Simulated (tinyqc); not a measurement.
## Frequency dispersion of an accumulation capacitance by border traps, distributed model: capacitance and loss against frequency

Traps spread evenly through the insulator exchange electrons with the semiconductor by tunnelling, with tau(x) = t0 exp(2 ka x) at depth x from the interface. The admittance per area Y seen at depth x obeys dY/dx = -Y^2/(i w eps0 eox) + q Nb ln(1 + i w tau)/tau, with Y(0) = i w Cs and w = 2 pi f; the gate sees Y(tox) = G + i w C. Working variable y = Y/(i w), in uF/cm^2. Cox = eps0 eox/tox.

Cox; trap-free value 1/(1/Cox + 1/Cs); response depth d = ln(1/(w t0))/(2 ka), where w tau = 1; lumped estimate: all traps within d act as C_bt = q Nb d placed at d/2, so C = 1/{1/[1/(1/Cs + d/(2 eps0 eox)) + C_bt] + (tox - d/2)/(eps0 eox)}. C and G from a fine integration; dispersion -d C/d log10 f over C, from f times and over 1.1. For a broad spread of time constants G/w is close to -(pi/2) dC/d ln w.

Parameters, values chosen for the exercise; permittivity close to that of silicon dioxide: relative permittivity of the insulator eox = 3.71; insulator thickness tox = 5.2 nm; semiconductor capacitance in accumulation Cs = 2.5 uF/cm^2; density of border traps Nb = 1.3e20 cm^-3 eV^-1; decay constant of the wave function in the insulator ka = 5.5 1/nm; time constant of a trap at the interface t0 = 8e-11 s.

Constants: q = 1.602176634e-19 C, eps0 = 8.8541878128e-14 F/cm where lengths are in cm. Results are converted to the units shown.

The same in every row: trap-free C (uF/cm^2) = 0.5043.

Results:
```
f (Hz)	d (nm)	C (uF/cm^2)	G/w (uF/cm^2)	dispersion (% a decade)	-(pi/2) dC/d ln w (uF/cm^2)	lumped C (uF/cm^2)
10	1.737	0.7128	0.02222	4.560	0.02217	0.6606
100	1.528	0.6817	0.02036	4.369	0.02032	0.6409
10000	1.109	0.6268	0.01732	4.043	0.01729	0.6024
1e5	0.8998	0.6024	0.01607	3.906	0.01605	0.5835
1e6	0.6905	0.5797	0.01499	3.786	0.01497	0.5648
1e7	0.4812	0.5584	0.01404	3.684	0.01403	0.5462
```

Estimate the missing row, f = 1000 Hz.

Computed row:
```
f (Hz)	d (nm)	C (uF/cm^2)	G/w (uF/cm^2)	dispersion (% a decade)	-(pi/2) dC/d ln w (uF/cm^2)	lumped C (uF/cm^2)
1000	1.318	0.6532	0.01873	4.197	0.01870	0.6215
```

With this row back in the table: C falls from 0.7128 to 0.5584 uF/cm^2, towards the trap-free 0.5043; each decade of frequency removes ln 10/(2 ka) = 0.209 nm from the response depth. The dispersion falls from 4.56 to 3.68 % a decade and G/w falls from 0.0222 to 0.0140 uF/cm^2. G/w stays at 1.00 times -(pi/2) dC/d ln w, the relation for a broad spread of time constants.

Computed by the program tinyqc: `OMP_NUM_THREADS=1 python tinyqc.py 2202156 2202157 out.jsonl`, one thread of a shared Intel Xeon 2.30GHz, about 0.5 s for the whole run.
